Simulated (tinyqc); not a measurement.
From results back to parameters: six-band hole subbands of a thin body in a field. Four cases, with inputs chosen for the exercise.

Problem. Without spin-orbit coupling the masses along a normal n are the inverse eigenvalues of C(n n^T)/c: 1/(g1 - 2 g2) twice and 1/(g1 + 4 g2) on (001); 1/(g1 - 2 g3) twice and 1/(g1 + 4 g3) on (111); on (110) 1/(g1 + g2 - 3 g3), 1/(g1 - 2 g2) and 1/(g1 + g2 + 3 g3). Three masses were computed from hidden g1, g2, g3.

Find: g1, g2, g3; heaviest mass on (110).

Method. The inverse masses on (001) differ by 6 g2, which gives g2 and g1; g3 = (g1 - 1/m(111))/2.

Case 1.

heavy and light mass on (001) (m0): 0.204082  0.032830

heavy mass on (111) = 0.480769 m0

Solution.

g1, g2, g3: 13.42  4.26  5.67

heaviest mass on (110) = 1.49 m0

Case 2.

heavy and light mass on (001) (m0): 0.277778  0.177305

heavy mass on (111) = 0.724638 m0

Solution.

g1, g2, g3: 4.28  0.34  1.45

heaviest mass on (110) = 3.70 m0

Case 3.

heavy and light mass on (001) (m0): 0.278552  0.177620

heavy mass on (111) = 0.719424 m0

Solution.

g1, g2, g3: 4.27  0.34  1.44

heaviest mass on (110) = 3.45 m0

Case 4.

heavy and light mass on (001) (m0): 0.278552  0.177620

heavy mass on (111) = 0.729927 m0

Solution.

g1, g2, g3: 4.27  0.34  1.45

heaviest mass on (110) = 3.85 m0

Computed by tinyqc, one run a case: `OMP_NUM_THREADS=1 python tinyqc.py N N+1 out.jsonl` with N = 1250108, 1250164, 1250185, 1250187; one thread of a shared Intel(R) Xeon(R) Processor @ 2.30GHz, about 0.9 s a run at most.
